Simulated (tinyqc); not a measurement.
# Undoped symmetric double-gate MOSFET, analytic potential model, step by step

Numbers from tinyqc (`OMP_NUM_THREADS=1 python tinyqc.py 2440070 2440071 out.jsonl`; about 0.02 s on one thread of a shared Intel Xeon 2.30GHz). Printed values are rounded.

An undoped body of thickness ts between two equal insulators and tied gates; long channel, electrons only, n = ni exp((psi - V)/Vt) with V the quasi-Fermi potential (0 at the source, Vd at the drain), constant mobility, no quantisation. Across the body psi(x) = V - 2 Vt ln[(ts/(2 beta)) sqrt(q ni/(2 eps0 eps_r Vt)) cos(2 beta x/ts)], x from the centre. Q is the electron charge per area of the whole body.

Values chosen for this exercise; material values those of a made-up semiconductor:
```
symbol,value,unit,meaning
T,300,K,temperature
Eg,0.9,eV,band gap
eps_r,10.9,,relative permittivity of the semiconductor
Nc,3.46e19,cm^-3,conduction-band density of states at T
Nv,2.32e19,cm^-3,valence-band density of states at T
eox,7.69,,relative permittivity of the gate insulator
tox,6,nm,insulator thickness
ts,8,nm,body thickness
dphi,-0.13,V,gate work function less that of the intrinsic body
mu,340,cm^2/(V s),channel mobility
L,2,um,gate length
Vg,0.21,V,gate voltage
Vd,0.1,V,drain voltage
```

Constants: q = 1.602176634e-19 C, kB = 1.380649e-23 J/K, Vt = kB T/q, eps0 = 8.8541878128e-14 F/cm where lengths are in cm. Results are converted to the units shown.

## Constants of the body

ni = sqrt(Nc Nv) exp(-Eg/(2 Vt)), Eg in volts; r = eps_r tox/(eox ts); V0 = dphi + 2 Vt ln[(2/ts) sqrt(2 eps0 eps_r Vt/(q ni))].

ni = 7.80935e11 cm^-3
r = 1.06307
V0 = 0.250770 V

## Iteration 1: beta at the source by Newton steps

beta at the start = 0.5

With V = 0: f = ln(beta) - ln(cos beta) + 2 r beta tan(beta) - (Vg - V0)/(2 Vt); f' = 1/beta + tan(beta) + 2 r [tan(beta) + beta/cos^2(beta)]; beta(new) = beta - f/f'.

f = 0.806721
f' = 5.08815
beta after iteration 1 = 0.341451

## Iteration 2: beta at the source by Newton steps

As before.

f = 0.0314290
f' = 4.85727
beta after iteration 2 = 0.334981

## Course of the iteration: beta at the source by Newton steps

Stop when beta changes by less than 1e-11, or after 40 iterations. beta must stay between 0 and pi/2.

Course of the iteration:
```
iteration,beta,|change|
1,0.341451,0.159
2,0.334981,6.47e-3
3,0.334990,9.49e-6
4,0.334990,2.28e-11
5,0.334990,< 1e-13
```

Converged in 5 iterations. At the end the number of correct digits about doubles with each step.

## Charges and drain current

beta_s = 0.334990
beta_d = 0.0649775

beta (between 0 and pi/2) solves (Vg - V0 - V)/(2 Vt) = ln(beta) - ln(cos beta) + 2 r beta tan(beta). Q = 8 eps0 eps_r Vt beta tan(beta)/ts; I = mu (1/L)(4 eps0 eps_r/ts)(2 Vt)^2 [g(beta_s) - g(beta_d)] per width, g = beta tan(beta) - beta^2/2 + r beta^2 tan^2(beta), with beta_s at V = 0 and beta_d at V = Vd.

Qs = 29.0950 nC/cm^2
Qd = 1.05489 nC/cm^2
g(beta_s) = 0.0749606
g(beta_d) = 0.00213599
I = 0.159706 uA/um

The term r beta^2 tan^2(beta), which gives the square law, makes up 19.3 % of g at the source.

## Potential and electron density across the body at the source

```
point,x/ts
0,0
1,0.1
2,0.2
3,0.3
4,0.4
5,0.45
6,0.5
```

psi(x) as above with V = 0 and beta = beta_s; n = ni exp(psi/Vt).

```
point,psi (V),n (cm^-3)
0,0.324224,2.18440e17
1,0.324340,2.19424e17
2,0.324689,2.22410e17
3,0.325275,2.27508e17
4,0.326103,2.34912e17
5,0.326610,2.39564e17
6,0.327181,2.44911e17
```

The density at the surface is 1.12 times that at the centre (1/cos^2 beta).
